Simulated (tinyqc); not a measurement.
Pair lines: donor-acceptor pair recombination.

h nu = Eg - ED - EA + q/(eps R), q = e^2/(4 pi eps0); shell j lies at R = a_lat sqrt(j/2) for the same sublattice and a_lat sqrt(j/2 - 5/16) for opposite ones (on the same sublattice shells 14, 30, 46, 56, 62, ... are empty, where 2j has the form 4^a (8b + 7)); rate W = W0 exp(-2R/aD) with the donor radius aD = q/(2 eps ED). Polarisation and overlap terms, which matter for close pairs, are left out.

Constants: e^2/(4 pi eps0) = 14.39964547 eV angstrom.

Inputs chosen for the exercise (near those of impurities in InP; not measured data): a_lat = 5.869 angstrom (lattice constant); Eg = 1.427 eV (gap); ED = 7.3 meV (donor binding); EA = 47.1 meV (acceptor binding); eps = 12.3 (dielectric constant); W0 = 20 x 1e7/s (rate at zero distance); kind = opposite (sublattices of donor and acceptor); shells = (4012, 4915, 5563, 6852, 6952, 9185, 17709) (shell numbers).

Energy, rate and lifetime for each shell.

Lines:

| shell | R (angstrom) | Coulomb (meV) | h nu (eV) | step to the next shell (meV) | 1/W (microsecond) |
|---|---|---|---|---|---|
| 4012 | 262.84 | 4.5 | 1.3771 | 0.00056 | 3.52 |
| 4915 | 290.93 | 4.0 | 1.3766 | 0.00041 | 7.09 |
| 6852 | 343.51 | 3.4 | 1.3760 | 0.00025 | 26.3 |
| 6952 | 346.01 | 3.4 | 1.3760 | 0.00024 | 28.0 |
| 9185 | 397.72 | 2.9 | 1.3755 | 0.00016 | 102 |
| 17709 | 552.25 | 2.1 | 1.3747 | 6.0e-05 | 4.80e+03 |

Give the missing row, shell = 5563.

Computed row:
```
shell  R (angstrom)  Coulomb (meV)  h nu (eV)  step to the next shell (meV)  1/W (microsecond)
5563         309.51            3.8     1.3764                       0.00034               11.3
```

limit for distant pairs = 1.3726 eV
aD = 80.2 angstrom

The lines crowd together, on average as R^-3: the step falls from 0.00056 to 6e-05 meV, so distant pairs merge into a band. Close pairs emit higher and 1.36e+03 times faster over this table, so the band shifts to lower energy with delay and to higher energy with stronger pumping. All these lines lie below Eg, and R/aD runs from 3.3 up.

(tinyqc, `OMP_NUM_THREADS=1 python tinyqc.py 1251483 1251484 out.jsonl`, Intel(R) Xeon(R) Processor @ 2.30GHz, 1 thread, shared host, about 0.03 s.)
